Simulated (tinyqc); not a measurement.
Fixed charge and work-function difference from two thicknesses.

Problem. With a fixed charge q Nf at the interface, Vfb = phi_ms - q Nf tox/(eps0 eox). Find Nf and phi_ms.

Values chosen for this exercise: relative permittivity of the gate insulator (close to silicon dioxide) eox = 3.9.

Constants: q = 1.602176634e-19 C, eps0 = 8.8541878128e-14 F/cm where lengths are in cm. Results are converted to the units shown.

Vfb at tox = 19 and 46 nm (V): [0.26538399, 0.19773605]

Solution. Vfb is a straight line in tox: the slope gives Nf and the intercept at zero thickness phi_ms.

Nf = 5.40e10 cm^-2
phi_ms = 0.313 V

Computed by the program tinyqc: `OMP_NUM_THREADS=1 python tinyqc.py 2060054 2060055 out.jsonl`, one thread of a shared Intel Xeon 2.30GHz, about 0.01 s for the whole run.
